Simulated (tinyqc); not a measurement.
Single-electron transistor, orthodox theory and master equation: two steps of the calculation.

A metal island with n extra electrons joins the left lead (voltage V) and the right lead (0 V) by tunnel junctions and couples to a gate. Cs = CL + CR + Cg. Adding electron n + 1 costs mu(n) = [q (n + 1/2) - CL V - Cg Vg]/Cs (in volts); the Fermi levels are -V (left) and 0 (right). A jump that gains the energy W has the rate G(W) = (W/q)/(R [1 - exp(-W/Vt)]), W in volts, Vt = kB T/q. Sequential tunnelling only; I > 0 flows from left to right.

Values chosen for this exercise: capacitance of the left junction CL = 20 aF; capacitance of the right junction CR = 14 aF; gate capacitance Cg = 8.5 aF; temperature T = 1.1 K; bias of the left lead V = 1 mV; gate voltage Vg = 17 mV; lowest charge state kept n0 = 0; highest charge state kept n1 = 1.

Constants: q = 1.602176634e-19 C, kB = 1.380649e-23 J/K, Vt = kB T/q. Results are converted to the units shown.

Problem 1. Charging energy and addition levels. q/Cs, the gate period q/Cg, and mu(n) for the transitions kept.

Wanted: q/Cs; q/Cg; kB T/(q^2/Cs); mu(n).

Solution 1.

q/Cs = 3.7698 mV
q/Cg = 18.849 mV
kB T/(q^2/Cs) = 0.025145
mu(n), n to n + 1, n 0 to 0 (mV): -1.9857

Problem 2. Probabilities and current. Steady state: p(n + 1)/p(n) = (sum of on rates)/(sum of off rates), normalised. I = q sum_n [p(n + 1) (off to left) - p(n) (on from left)].

```
n to n + 1, n  on from left (1/ns)  on from right (1/ns)  off to left (1/ns)  off to right (1/ns)
0                        30.761421             65.229504        9.3761292e-4         5.2100841e-8
```

Find: p(n); I; mean n.

Solution 2.

p(n), n 0 to 1: 9.768e-6  1.000
I = 1.021e-4 nA
mean n = 1.000

Two plain resistors in series would pass 2.56 nA; this is 0.00398 % of that. One charge state holds over 99 % of the weight.

Range of the model: Cotunnelling, which dominates deep in the blockade, is left out.

tinyqc, about 0.01 s, one thread, Intel Xeon 2.30GHz (shared host): `OMP_NUM_THREADS=1 python tinyqc.py 2780043 2780044 out.jsonl`
